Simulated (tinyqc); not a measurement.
Undoped symmetric double-gate MOSFET, analytic potential model: one step of the calculation.

An undoped body of thickness ts between two equal insulators and tied gates; long channel, electrons only, n = ni exp((psi - V)/Vt) with V the quasi-Fermi potential (0 at the source, Vd at the drain), constant mobility, no quantisation. Across the body psi(x) = V - 2 Vt ln[(ts/(2 beta)) sqrt(q ni/(2 eps0 eps_r Vt)) cos(2 beta x/ts)], x from the centre. Q is the electron charge per area of the whole body.

Question. beta at the source by Newton steps in z = ln(tan beta). With V = 0, t = exp(z), beta = arctan(t): f = ln(beta) + (1/2) ln(1 + t^2) + 2 r beta t - (Vg - V0)/(2 Vt); with c = t/(1 + t^2), df/dz = c/beta + t c + 2 r t (c + beta); z(new) = z - f/(df/dz).

Inputs (values chosen for the exercise):
- T = 300 K (temperature)
- Vg = 1.13 V (gate voltage)

Constants: q = 1.602176634e-19 C, kB = 1.380649e-23 J/K, Vt = kB T/q. Results are converted to the units shown.

z at the start = 2
r = 1.2143058
V0 = 0.52283715 V

Find: beta; f; df/dz; z after iteration 1.

Answer.

beta = 1.436
f = 16.40
df/dz = 29.23
z after iteration 1 = 1.439

Program tinyqc, `OMP_NUM_THREADS=1 python tinyqc.py 2440063 2440064 out.jsonl`; Intel Xeon 2.30GHz, shared host, one thread, about 0.01 s.
